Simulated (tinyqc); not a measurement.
## Surface potential of a MOS transistor: implicit equation and explicit approximations: effect of the acceptor density at fixed gate voltage

p-type body, charge-sheet picture, depletion and inversion only, full ionisation (an idealisation for deep acceptors), Boltzmann statistics (rough once Na exp(x - xn) passes about Nc/7). In units of Vt: xg = (Vg - Vfb)/Vt, x = psi/Vt, G = gamma/sqrt(Vt), xn = (2 phiF + Vc)/Vt. The implicit equation is (xg - x)^2 = G^2 [x - 1 + exp(x - xn)] for x above about 3. Cox = eps0 eox/tox.

ni = sqrt(Nc Nv) exp(-Eg/(2 Vt)), Eg in volts; phiF = Vt ln(Na/ni); gamma = sqrt(2 q eps0 eps_r Na)/Cox; VT = Vfb + Vt (xn + G sqrt(xn - 1)). Depletion value a = 1 + [sqrt(G^2/4 + xg - 1) - G/2]^2; inversion value b = xn + ln[(xg - xn)^2/G^2 - xn + 1] and first guess y = min(a, b) - ln(1 + exp(-|a - b|)) if a > xn + 1, else b = y = a; one second-order correction with D = exp(y - xn), p = 2 (xg - y) + G^2 (1 + D), w = (xg - y)^2 - G^2 (y - 1 + D): z = y + 2 w/(p + sqrt(p^2 - 2 (2 - G^2 D) w)), or the Newton step z = y + w/p where the root is not real. N_inv = (Cox Vt G/q) [sqrt(x - 1 + exp(x - xn)) - sqrt(x - 1)] at the root. Lambert form (Cox m Vt/q) W0[(G/(2 m sqrt(xn - 1))) exp((Vg - VT)/(m Vt))], m = 1 + G/(2 sqrt(xn - 1)). Errors under 1e-4 mV, and the linear form below VT, are printed as 0. Vfb is held fixed.

Inputs (values chosen for the exercise); band and dielectric values those of a made-up semiconductor:
```
symbol,value,unit,meaning
T,300,K,temperature
Eg,1.28,eV,band gap
eps_r,12.3,,relative permittivity
Nc,3.23e19,cm^-3,conduction-band density of states at T
Nv,3.36e19,cm^-3,valence-band density of states at T
eox,3.9,,relative permittivity of the gate insulator (close to silicon dioxide)
tox,21,nm,insulator thickness
Vfb,-0.65,V,flat-band voltage
Vc,0.2,V,channel-body voltage
Vg,1.34,V,gate-body voltage
```

Constants: q = 1.602176634e-19 C, kB = 1.380649e-23 J/K, Vt = kB T/q, eps0 = 8.8541878128e-14 F/cm where lengths are in cm. Results are converted to the units shown.

Results:
```
Na (cm^-3)  psi (V)  x - xn  error of y (mV)  error of z (mV)  N_inv (cm^-2)  Cox (Vg - VT)/q (cm^-2)  Lambert form (cm^-2)
1.7e15        1.153   7.084             10.6           -0.436       6.980e11                 8.996e11              7.314e11
3.7e15        1.170   6.214             10.2           -0.366       6.012e11                 7.835e11              6.255e11
1.8e16        1.197   4.084             11.6           -0.568       2.783e11                 4.114e11              2.860e11
3.9e16        1.178   1.804             10.4           -0.238       5.153e10                 1.154e11              5.255e10
8.5e16       0.9715  -7.751          3.89e-3                0        6.149e6                        0               4.943e6
1.9e17       0.7022  -19.78                0                0          65.10                        0                 15.46
```

Estimate the missing row, Na = 8.1e15 cm^-3.

Computed row:
```
Na (cm^-3)  psi (V)  x - xn  error of y (mV)  error of z (mV)  N_inv (cm^-2)  Cox (Vg - VT)/q (cm^-2)  Lambert form (cm^-2)
8.1e15        1.186   5.268             10.1           -0.359       4.672e11                 6.286e11              4.828e11
```

With this row back in the table: As Na goes from 1.7e15 to 1.9e17, psi goes from 1.15 through a maximum of 1.20 (at Na = 1.8e16 among the rows listed) to 0.702 V, x - xn falls from 7.08 to -19.8 and N_inv falls from 6.98e11 to 65.1 cm^-2. The Lambert form lies between 0.237 and 1.05 times N_inv.

Computed by the program tinyqc: `OMP_NUM_THREADS=1 python tinyqc.py 2122233 2122234 out.jsonl`, one thread of a shared Intel Xeon 2.30GHz, about 0.01 s for the whole run.
